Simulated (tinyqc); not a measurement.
From a target to a composition: alloy A(1-x)B(x) by interpolation with bowing. Five cases, with inputs chosen for the exercise.

Problem. An alloy A(1-x)B(x) has the gap E(x) = (1 - x) E_A + x E_B - C1 x (1 - x) at Gamma, C1 the first entry of C. Which x puts hc/E at the given wavelength, and what is the mismatch (a_sub - a(x))/a(x) to a substrate of A, with Vegard for a(x)?

Constants: hc = 1239.841984 eV nm.

Case 1.

Values chosen (out of a larger set: A near GaAs, B near InAs; not measured data):
- a = (5.646, 6.051) angstrom (lattice constant of A, B)
- Eg = (1.52, 0.419) eV (gap at Gamma to the s-like level of A, B)
- C = (0.406, 1.256, 0.329) eV (bowing of the Gamma, X and L gaps)

wavelength = 2065.276 nm

Case 2.

Values chosen (out of a larger set: A near InAs, B near AlAs; not measured data):
- a = (6.063, 5.664) angstrom (lattice constant of A, B)
- Eg = (0.413, 3.127) eV (gap at Gamma to the s-like level of A, B)
- C = (0.663, 0, 0) eV (bowing of the Gamma, X and L gaps)

wavelength = 1420.293 nm

Case 3.

Values chosen (out of a larger set: A near AlAs, B near InAs; not measured data):
- a = (5.659, 6.057) angstrom (lattice constant of A, B)
- Eg = (3.078, 0.412) eV (gap at Gamma to the s-like level of A, B)
- C = (0.678, 0.04, 0.03) eV (bowing of the Gamma, X and L gaps)

wavelength = 557.346 nm

Case 4.

Values chosen (out of a larger set: A near InAs, B near GaAs; not measured data):
- a = (6.065, 5.651) angstrom (lattice constant of A, B)
- Eg = (0.419, 1.523) eV (gap at Gamma to the s-like level of A, B)
- C = (0.483, 1.512, 0.357) eV (bowing of the Gamma, X and L gaps)

wavelength = 1367.487 nm

Case 5.

Values chosen (out of a larger set: A near InP, B near GaP; not measured data):
- a = (5.865, 5.458) angstrom (lattice constant of A, B)
- Eg = (1.414, 2.907) eV (gap at Gamma to the s-like level of A, B)
- C = (0.756, 0.275, 1.032) eV (bowing of the Gamma, X and L gaps)

wavelength = 486.877 nm

Find: target gap; x; mismatch.

Solution. Solve C1 x^2 + (E_B - E_A - C1) x + E_A - hc/wavelength = 0; the gap is monotonic in x because |E_B - E_A| > C1, so one root lies between 0 and 1. Whether Gamma is the lowest valley there, and whether such a mismatch can be grown coherently, are separate questions.

Case 1.

target gap = 0.6003 eV
x = 0.770
mismatch = -5.234 %

Case 2.

target gap = 0.8729 eV
x = 0.210
mismatch = 1.401 %

Case 3.

target gap = 2.2245 eV
x = 0.270
mismatch = -1.864 %

Case 4.

target gap = 0.9067 eV
x = 0.550
mismatch = 3.901 %

Case 5.

target gap = 2.5465 eV
x = 0.830
mismatch = 6.112 %

Computed by tinyqc, one run a case: `OMP_NUM_THREADS=1 python tinyqc.py N N+1 out.jsonl` with N = 1080956, 1080961, 1080994, 1081007, 1081009; one thread of a shared Intel(R) Xeon(R) Processor @ 2.30GHz, about 0.01 s a run at most.
